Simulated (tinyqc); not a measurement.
Ballistic transport through the one-dimensional subbands of a rectangular nanowire or nanosheet channel: one step, computed by the program tinyqc.

Hard walls, parabolic subbands, transport along x. Energies are counted from the bulk conduction band edge at the top of the barrier, which the gate pulls down by U; the source Fermi level lies at the bulk edge when U = 0.

Question. Subbands. E_pq = (hbar^2 pi^2/2)(p^2/(m_y b^2) + q^2/(m_z a^2)); valley pairs: (m_x, m_y, m_z) = (m_t, m_t, m_l), (m_t, m_l, m_t), (m_l, m_t, m_t), each with degeneracy g = 2; the 10 lowest subbands are kept.

Inputs (values chosen for the exercise, modelled on silicon):

| quantity | value | unit |
|---|---|---|
| light mass m_t | 0.2 | m_0 |
| heavy mass m_l | 0.913 | m_0 |
| height a | 2.5 | nm |
| width b | 2.9 | nm |

Valleys: silicon [100] wire.

Constants: hbar^2/(2 m_0) = 3.80998212 eV angstrom^2; k_B = 8.617333262e-05 eV/K.

Give: Subbands.

Answer.

Subbands:

| valley axis | p | q | E (meV) | m_x (m_0) |
|---|---|---|---|---|
| z | 1 | 1 | 289 | 0.200 |
| y | 1 | 1 | 350 | 0.200 |
| z | 1 | 2 | 487 | 0.200 |
| y | 2 | 1 | 497 | 0.200 |
| x | 1 | 1 | 524 | 0.913 |
| y | 3 | 1 | 742 | 0.200 |
| z | 1 | 3 | 817 | 0.200 |
| z | 2 | 1 | 960 | 0.200 |
| y | 4 | 1 | 1084 | 0.200 |
| z | 2 | 2 | 1158 | 0.200 |
